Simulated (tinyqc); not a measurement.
MP2 on RHF in the sto-3g basis, for HeH+, spin multiplicity 1, step by step. One step of it, computed by the program tinyqc.

Problem. Iteration 1: building the Fock matrix. J_ij = sum D_kl (ij|kl), K_ij = sum D_kl (ik|jl); F = H + J - 0.5 K; E = tr D H + tr D J / 2 - 0.25 tr D K + E_nn.

D at the start, order 1He 1s, 2H 1s:
$$\begin{pmatrix}
1.297241 & 0.056728 \\
0.056728 & 0.647088
\end{pmatrix}$$

core Hamiltonian H = T + V (hartree), order 1He 1s, 2H 1s:
$$\begin{pmatrix}
-2.549430 & -1.284501 \\
-1.284501 & -1.651764
\end{pmatrix}$$

Two-electron integrals (ij|kl) in chemists' order, unique and non-zero (hartree):
```
(11|11) 1.055713   (21|11) 0.397813   (21|21) 0.183916   (22|11) 0.560333
(22|21) 0.326729   (22|22) 0.774606
```

nuclear repulsion = 1.25695300 hartree

Give: Coulomb J; exchange K; Fock matrix F; total energy of this density.

Solution.

Coulomb J (hartree), order 1He 1s, 2H 1s:
$$\begin{pmatrix}
1.7772 & 0.7483 \\
0.7483 & 1.2652
\end{pmatrix}$$

exchange K (hartree), order 1He 1s, 2H 1s:
$$\begin{pmatrix}
1.5337 & 0.7697 \\
0.7697 & 0.7769
\end{pmatrix}$$

Fock matrix F (hartree), order 1He 1s, 2H 1s:
$$\begin{pmatrix}
-1.5390 & -0.9210 \\
-0.9210 & -0.7750
\end{pmatrix}$$

total energy of this density = -2.305188 hartree

This density is the starting one; it is not idempotent, so its energy is not variational and may lie below the converged one.
